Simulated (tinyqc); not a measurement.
UKS/PBE0 in the sto-6g basis, for BeH, spin multiplicity 2, step by step (part 2 of 2). Computed by tinyqc, a small Python program that keeps every step (integrals from PySCF). Command: `OMP_NUM_THREADS=1 python tinyqc.py 27092 27093 out.jsonl` (the two numbers bound the seeds that draw the settings). One thread of a shared host (Intel(R) Xeon(R) Processor @ 2.60GHz), about 2 s of CPU time with the checks.

Geometry (angstrom):
```
atom         x         y         z
Be    0.000000  0.000000  0.000000
H     0.000000  0.000000  1.658000
```

## Iteration 2: diagonalisation and new density

extrapolated F(alpha) (hartree), lower triangle:
```
            1Be 1s     1Be 2s   1Be 2px   1Be 2py    1Be 2pz      2H 1s
1Be 1s   -3.980465
1Be 2s   -1.112211  -0.496286
1Be 2px   0.000000   0.000000  0.027461
1Be 2py   0.000000   0.000000  0.014105  0.027417
1Be 2pz   0.005746   0.014231  0.000000  0.000000  -0.054947
2H 1s    -0.157040  -0.204137  0.000000  0.000000  -0.184497  -0.121976
```

extrapolated F(beta) (hartree), lower triangle:
```
            1Be 1s     1Be 2s    1Be 2px   1Be 2py    1Be 2pz      2H 1s
1Be 1s   -3.960841
1Be 2s   -1.106656  -0.402190
1Be 2px   0.000000   0.000000   0.090589
1Be 2py   0.000000   0.000000  -0.003343  0.090601
1Be 2pz   0.003614  -0.063581   0.000000  0.000000   0.039555
2H 1s    -0.155831  -0.204829   0.000000  0.000000  -0.178160  -0.114090
```

X, lower triangle:
```
            1Be 1s     1Be 2s   1Be 2px   1Be 2py    1Be 2pz     2H 1s
1Be 1s    1.026479
1Be 2s   -0.139713   1.084703
1Be 2px   0.000000   0.000000  1.000000
1Be 2py   0.000000   0.000000  0.000000  1.000000
1Be 2pz  -0.008300   0.071650  0.000000  0.000000   1.086810
2H 1s     0.021026  -0.216702  0.000000  0.000000  -0.263675  1.143645
```

Diagonalise F' = X^T F X, C = X C', fill 3 alpha and 2 beta electrons from the bottom; D(s) = C_occ C_occ^T. Each column has its largest component positive (the first on a tie).

F' = X^T F X (alpha) (hartree), lower triangle:
```
           1          2         3         4          5         6
1  -3.890370
2  -0.589321  -0.236238
3   0.000000   0.000000  0.027461
4   0.000000   0.000000  0.014105  0.027417
5  -0.008713   0.085110  0.000000  0.000000   0.039999
6  -0.002429  -0.166168  0.000000  0.000000  -0.214398  0.028178
```

orbital energies (alpha) (hartree): MO1 -3.983263, MO2 -0.251768, MO3 -0.139979, MO4 0.013334, MO5 0.041544, MO6 0.316579

coefficients C (alpha):
```
               MO1        MO2        MO3        MO4       MO5        MO6
1Be 1s    0.992340  -0.216496   0.165095   0.000000  0.000000   0.121754
1Be 2s    0.029291   0.702896  -0.638918   0.000000  0.000000  -0.587414
1Be 2px   0.000000   0.000000   0.000000  -0.706550  0.707663   0.000000
1Be 2py   0.000000   0.000000   0.000000   0.707663  0.706550   0.000000
1Be 2pz   0.000260   0.146061   0.652661   0.000000  0.000000  -0.899211
2H 1s    -0.004750   0.482073   0.378291   0.000000  0.000000   1.024367
```

F' = X^T F X (beta) (hartree), lower triangle:
```
           1          2          3         4          5         6
1  -3.869530
2  -0.599161  -0.137823
3   0.000000   0.000000   0.090589
4   0.000000   0.000000  -0.003343  0.090601
5  -0.001015   0.006988   0.000000  0.000000   0.136966
6  -0.001004  -0.168615   0.000000  0.000000  -0.217357  0.037149
```

orbital energies (beta) (hartree): MO1 -3.963555, MO2 -0.231444, MO3 0.017995, MO4 0.087252, MO5 0.093939, MO6 0.343767

coefficients C (beta):
```
               MO1        MO2        MO3       MO4        MO5        MO6
1Be 1s    0.992529  -0.172038  -0.220146  0.000000   0.000000   0.102538
1Be 2s    0.028676   0.534803   0.835860  0.000000   0.000000  -0.512537
1Be 2px   0.000000   0.000000   0.000000  0.707696  -0.706517   0.000000
1Be 2py   0.000000   0.000000   0.000000  0.706517   0.707696   0.000000
1Be 2pz   0.001485   0.292592  -0.514788  0.000000   0.000000  -0.951453
2H 1s    -0.005134   0.557790  -0.350077  0.000000   0.000000   0.995560
```

D(alpha) after iteration 2, lower triangle:
```
            1Be 1s     1Be 2s   1Be 2px   1Be 2py   1Be 2pz     2H 1s
1Be 1s    1.058866
1Be 2s   -0.228590   0.903137
1Be 2px   0.000000   0.000000  0.000000
1Be 2py   0.000000   0.000000  0.000000  0.000000
1Be 2pz   0.076388  -0.314323  0.000000  0.000000  0.447301
2H 1s    -0.046627   0.097012  0.000000  0.000000  0.317307  0.375522
```

D(beta) after iteration 2, lower triangle:
```
            1Be 1s    1Be 2s   1Be 2px   1Be 2py   1Be 2pz     2H 1s
1Be 1s    1.014712
1Be 2s   -0.063545  0.286837
1Be 2px   0.000000  0.000000  0.000000
1Be 2py   0.000000  0.000000  0.000000  0.000000
1Be 2pz  -0.048863  0.156522  0.000000  0.000000  0.085612
2H 1s    -0.101057  0.298161  0.000000  0.000000  0.163197  0.311156
```

## Iteration 8 (converged): orbitals

converged F(alpha) (hartree), lower triangle:
```
            1Be 1s     1Be 2s   1Be 2px   1Be 2py    1Be 2pz      2H 1s
1Be 1s   -3.962234
1Be 2s   -1.107380  -0.502805
1Be 2px   0.000000   0.000000  0.042110
1Be 2py   0.000000   0.000000  0.000000  0.042110
1Be 2pz   0.002311   0.016388  0.000000  0.000000  -0.063706
2H 1s    -0.156687  -0.212486  0.000000  0.000000  -0.198221  -0.171930
```

converged F(beta) (hartree), lower triangle:
```
            1Be 1s     1Be 2s   1Be 2px   1Be 2py    1Be 2pz      2H 1s
1Be 1s   -3.944613
1Be 2s   -1.103495  -0.420590
1Be 2px   0.000000   0.000000  0.080180
1Be 2py   0.000000   0.000000  0.000000  0.080180
1Be 2pz  -0.001102  -0.081769  0.000000  0.000000   0.042555
2H 1s    -0.155459  -0.215063  0.000000  0.000000  -0.181257  -0.123747
```

As before.

F' = X^T F X (alpha) (hartree), lower triangle:
```
           1          2         3         4          5          6
1  -3.872564
2  -0.586107  -0.242632
3   0.000000   0.000000  0.042110
4   0.000000   0.000000  0.000000  0.042110
5  -0.013006   0.090095  0.000000  0.000000   0.034722
6  -0.001536  -0.165385  0.000000  0.000000  -0.216523  -0.025394
```

orbital energies (alpha) (hartree): MO1 -3.965042, MO2 -0.276231, MO3 -0.158716, MO4 0.042110, MO5 0.042110, MO6 0.294122

coefficients C (alpha):
```
               MO1        MO2        MO3       MO4        MO5        MO6
1Be 1s    0.992288  -0.195897  -0.186645  0.000000   0.000000   0.125871
1Be 2s    0.029533   0.617933   0.714861  0.000000   0.000000  -0.595359
1Be 2px   0.000000   0.000000   0.000000  0.172864   0.984946   0.000000
1Be 2py   0.000000   0.000000   0.000000  0.984946  -0.172864   0.000000
1Be 2pz   0.001223   0.166774  -0.613568  0.000000   0.000000  -0.922823
2H 1s    -0.005094   0.555900  -0.358975  0.000000   0.000000   0.993447
```

F' = X^T F X (beta) (hartree), lower triangle:
```
           1          2         3         4          5         6
1  -3.853585
2  -0.595720  -0.158354
3   0.000000   0.000000  0.080180
4   0.000000   0.000000  0.000000  0.080180
5  -0.003766  -0.011729  0.000000  0.000000   0.139157
6   0.000591  -0.170198  0.000000  0.000000  -0.215997  0.028774
```

orbital energies (beta) (hartree): MO1 -3.947429, MO2 -0.252333, MO3 0.023684, MO4 0.080180, MO5 0.080180, MO6 0.332069

coefficients C (beta):
```
               MO1        MO2        MO3       MO4        MO5        MO6
1Be 1s    0.992337  -0.180919  -0.218179  0.000000   0.000000   0.092864
1Be 2s    0.029467   0.567467   0.837855  0.000000   0.000000  -0.472551
1Be 2px   0.000000   0.000000   0.000000  0.463964   0.885854   0.000000
1Be 2py   0.000000   0.000000   0.000000  0.885854  -0.463964   0.000000
1Be 2pz   0.003063   0.290799  -0.486919  0.000000   0.000000  -0.966550
2H 1s    -0.005845   0.532136  -0.404920  0.000000   0.000000   0.988780
```

D(alpha) after iteration 8, lower triangle:
```
            1Be 1s     1Be 2s   1Be 2px   1Be 2py   1Be 2pz     2H 1s
1Be 1s    1.057847
1Be 2s   -0.225172   0.893740
1Be 2px   0.000000   0.000000  0.000000
1Be 2py   0.000000   0.000000  0.000000  0.000000
1Be 2pz   0.083063  -0.335524  0.000000  0.000000  0.404281
2H 1s    -0.046953   0.086741  0.000000  0.000000  0.312959  0.437914
```

D(beta) after iteration 8, lower triangle:
```
            1Be 1s    1Be 2s   1Be 2px   1Be 2py   1Be 2pz     2H 1s
1Be 1s    1.017464
1Be 2s   -0.073425  0.322887
1Be 2px   0.000000  0.000000  0.000000
1Be 2py   0.000000  0.000000  0.000000  0.000000
1Be 2pz  -0.049572  0.165109  0.000000  0.000000  0.084573
2H 1s    -0.102073  0.301797  0.000000  0.000000  0.154727  0.283203
```

Within a degenerate level the vectors are fixed only up to a rotation; this is one choice.

## Convergence

Stop when the energy changes by less than 1e-08 hartree and every element of the error matrix X^T (F D S - S D F) X (for each spin) is below 3e-05.

Course of the cycle:
```
iteration   E (hartree)     change  largest element of the error matrix
1          -14.97706588          -                             8.11e-02
2          -15.13569570  -1.59e-01                             4.09e-02
3          -15.14034892  -4.65e-03                             1.62e-02
4          -15.14100920  -6.60e-04                             4.60e-03
5          -15.14121999  -2.11e-04                             2.04e-03
6          -15.14125423  -3.42e-05                             6.63e-05
7          -15.14125425  -1.62e-08                             6.83e-06
8          -15.14125425  -4.58e-10                             3.09e-07
```

PySCF UKS in the same basis, fine grid, after a stability check = -15.14128068 hartree

Converged in 8 iterations. The coarse grid moves the energy by +2.64e-05 hartree.

## Populations, bond orders and dipole

overlap S, lower triangle:
```
           1Be 1s    1Be 2s   1Be 2px   1Be 2py   1Be 2pz     2H 1s
1Be 1s   1.000000
1Be 2s   0.254764  1.000000
1Be 2px  0.000000  0.000000  1.000000
1Be 2py  0.000000  0.000000  0.000000  1.000000
1Be 2pz  0.000000  0.000000  0.000000  0.000000  1.000000
2H 1s    0.035435  0.340261  0.000000  0.000000  0.423775  1.000000
```

Mulliken: Z minus the diagonal of D S on the atom; Loewdin: the same with S^(1/2) D S^(1/2); Mayer order: 2 sum_s sum (D(s) S)_ij (D(s) S)_ji over the two atoms.

Charges (e):
```
atom   Mulliken    Loewdin  Mulliken spin
1Be    0.046234   0.040393       0.849456
2H    -0.046234  -0.040393       0.150544
```

Mayer bond orders:
```
pair     order
2-1   0.975199
```

dipole moment about the origin, x y z (debye): 0.000000  0.000000  -0.691471

<S^2> of the determinant (pure state: 0.75) = 0.753642
